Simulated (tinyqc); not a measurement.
States in the gap of a film: thin (001) film in sp3s* tight binding with raised dangling bonds.

Planes alternate anion (a), cation (c) along [001], a/4 apart, starting with an anion; zero in-plane momentum; levels counted from the bulk Ev, the lower root of [[Epa, Vxx], [Vxx, Epc]]; no spin-orbit coupling. Block of s, pz, s*: from an anion to the cation above, Vss/2 (s,s), Vsapc/2 (s,z), -Vscpa/2 (z,s), Vxx/2 (z,z), Vxapc/2 (s*,z), -Vpaxc/2 (z,s*); to the cation below the same with the s-z and s*-z signs reversed. Block of u = (px + py)/sqrt2 and v = (px - py)/sqrt2: to the cation above (Vxx + Vxy)/2 for u and (Vxx - Vxy)/2 for v, to the cation below the reverse. Each surface atom has two dangling sp3 hybrids; raising both by dl adds (dl/2) [[1, t], [t, 1]] to its s, pz levels (t = -1 at the bottom face, +1 at the top) and dl to the one of u, v in whose plane the missing bonds lie (v for a bottom anion or a top cation, u for a top anion).

Values chosen for the exercise (out of a larger set: near a published set for Si, fitted to gaps, whose masses and valley positions are rough; not measured data): p = (-4.229, 1.715, -4.229, 1.715, 6.651, 6.651, -8.273, 1.727, 4.572, 5.762, 5.762, 5.382, 5.382) eV (order Esa, Epa, Esc, Epc, Exa, Exc, Vss, Vxx, Vxy, Vsapc, Vscpa, Vxapc, Vpaxc); Nw = 27 (planes in the thicker film).

edges (eV): Gamma 3.45400, Delta 1.18130

Levels between 0 and the lower bulk edge, the largest weight on the two outer planes of both faces among them, and the nearest levels outside, for several shifts dl.

Film of Nw planes:
```
dl (eV)  levels in the gap       at (eV)  surface weight  next above (eV)  next below (eV)
0                        2  0.273, 0.296            0.70           1.2155          -0.0639
1                        2  0.743, 0.747            0.81           1.2158          -0.0622
2                        1         1.173            0.37           1.1865          -0.0612
3                        0             -               -           1.2117          -0.0605
5                        0             -               -           1.2149          -0.0597
10                       0             -               -           1.2150          -0.0588
30                       0             -               -           1.2151          -0.0579
100                      0             -               -           1.2151          -0.0575
```

Can the levels of the bare film be read as confined subbands?

No: with bare surfaces (dl = 0) 2 levels lie in the bulk gap, with up to 70 % of the weight on the four outer planes, two a face, where an even spread gives 15 %; these are dangling-bond states, not subbands. The reruns show the bulk gap clear from dl = 3 eV on, and at dl = 30 eV the next level above lies 0.0 meV from its value at 100 eV.

Program tinyqc; command `OMP_NUM_THREADS=1 python tinyqc.py 1481675 1481676 out.jsonl`; about 0.4 s on one thread of a shared Intel(R) Xeon(R) Processor @ 2.30GHz.
